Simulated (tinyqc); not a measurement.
Speciation in dilute and buffered hydrofluoric acid, oxide etch rate and bath loading: one step, computed by the program tinyqc.

Concentrations stand for activities, NH4+ and Cl- are spectators, and water ionisation is neglected. H, F and HF2 denote the ions H+, F- and HF2-. The base temperature is 298 K.

Question. One trial. Fluoride balance: [HF] + [F] + 2 [HF2] + 2 [H2F2] = HF added + NH4F added. Acid balance: [H] + [HF] + [HF2] + 2 [H2F2] = HF added + HCl added. For a trial [H], [HF] = [H][F]/K1, and the fluoride balance is a quadratic in [F]. Take pH = 3. The residual is the left side of the acid balance less the right.

Inputs (values chosen for the exercise, of the order of those for thermal oxide at room temperature): HF added = 1.6 mol/L; NH4F added = 1.2 mol/L; HCl added = 0 mol/L; K1 = [H][F]/[HF] = 0.000695 mol/L; K2 = [HF2]/([HF][F]) = 3.89 L/mol; K3 = [H2F2]/[HF]^2 = 0 L/mol.

Give: [F]; [HF]; [HF2]; [H2F2]; residual.

Answer.

[F] = 0.4029 mol/L

[HF] = 0.5797 mol/L

[HF2] = 0.9087 mol/L

[H2F2] = 0 mol/L

residual = -0.1106 mol/L

The residual is negative, so the pH lies below 3.
